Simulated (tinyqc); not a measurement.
What each parameter does: quantum-confined Stark effect in a modulator well.

Envelopes on cells of 0.5 angstrom over the well |z| < L/2 and 45 angstrom of barrier on each side, psi = 0 beyond, psi'/m continuous (mean mass between points), c = hbar^2/2m0. The electron sees + e F z and the hole - e F z, each with its offset in the barriers; 1 kV/cm = 1e-5 eV/angstrom. Light holes, band mixing and escape by tunnelling are left out.

Exciton: in-plane function exp(-rho/lam), 1/mu = 1/me + 1/mp, E(lam) = c/(mu lam^2) - (q/eps) times the integral over k of Fm(k)(1 + (k lam/2)^2)^(-3/2), Fm(k) the double integral of psi_e^2 psi_h^2 exp(-k |z - z'|), q = e^2/(4 pi eps0); binding Eb = -E at the minimum. Line at Eg + E_e + E_h - Eb, strength proportional to overlap^2/lam^2.

Constants: hbar^2/2m0 = 3.80998211 eV angstrom^2; e^2/(4 pi eps0) = 14.39964547 eV angstrom; hc = 1239.841984 eV nm.

Inputs chosen for the exercise (near those of an InGaAs well in InAlAs; not measured data): L = 126 angstrom (well width); Vc = 0.517 eV (conduction offset); Vv = 0.21 eV (heavy-hole offset); me = 0.0423 m0 (electron, well); meb = 0.0713 m0 (electron, barrier); mh = 0.358 m0 (heavy hole along z, well); mhb = 0.412 m0 (heavy hole, barrier); Eg = 0.759 eV (gap of the well); mp = 0.113 m0 (heavy hole in the plane); eps = 13.5 (dielectric constant); F = 68 kV/cm (field).

Zero-field line, shift at F, overlap^2 and Eb at F.

Results for these values:

| case | line (nm) | shift (meV) | overlap^2 | Eb (meV) |
|---|---|---|---|---|
| base | 1562.7 | -16.51 | 0.439 | 4.74 |

What happens to each result for F = 54 kV/cm, all else kept?

Answer: line does not change at the printed digits; shift rises from -16.51 to -11.08; overlap^2 rises from 0.439 to 0.544; Eb rises from 4.74 to 4.91.

The same for each parameter in turn:

| case | line (nm) | shift (meV) | overlap^2 | Eb (meV) |
|---|---|---|---|---|
| base | 1562.7 | -16.51 | 0.439 | 4.74 |
| L = 116 angstrom | 1551.9 | -13.28 | 0.535 | 5.02 |
| F = 54 kV/cm | 1562.7 | -11.08 | 0.544 | 4.91 |
| Vc = 0.414 eV | 1565.9 | -16.85 | 0.429 | 4.70 |
| Vv = 0.263 eV | 1562.4 | -16.06 | 0.451 | 4.77 |
| me = 0.0486 m0 | 1569.0 | -16.55 | 0.425 | 5.03 |
| mh = 0.304 m0 | 1561.2 | -15.89 | 0.470 | 4.77 |
| eps = 12.2 | 1564.7 | -16.33 | 0.439 | 5.58 |

(tinyqc, `OMP_NUM_THREADS=1 python tinyqc.py 1280473 1280474 out.jsonl`, Intel(R) Xeon(R) Processor @ 2.30GHz, 1 thread, shared host, about 0.3 s.)
